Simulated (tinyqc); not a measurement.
Hubbard chain of 3 sites, step by step. One step of it, computed by the program tinyqc.

Question. Mean-field iteration 1. H(up) = T + U n(down), H(down) = T + U n(up); fill the lowest levels; n(new) = n + mixing (n(out) - n); E = tr T (rho up + rho down) + U sum n_up n_down of the output.

one-body matrix (hopping and site energies) (eV), order 1, 2, 3:
```
[[0.000000, -1.020000, 0.000000],
 [-1.020000, 0.000000, -1.020000],
 [0.000000, -1.020000, 0.000000]]
```

U = 5.400000 eV

electrons, up and down: [2, 1]

mixing = 1

n(up) at the start (a guess, not normalised): [1.000000, 0.217000, 1.000000]

n(down) at the start (a guess): [0.000000, 0.783000, 0.000000]

Give: levels, up; levels, down; energy; n(up) after iteration 1; n(down) after iteration 1.

Answer.

levels, up (eV): [-0.445, 0.000, 4.673]

levels, down (eV): [0.727, 5.400, 5.845]

energy = -0.748 eV

n(up) after iteration 1: [0.957, 0.087, 0.957]

n(down) after iteration 1: [0.043, 0.913, 0.043]
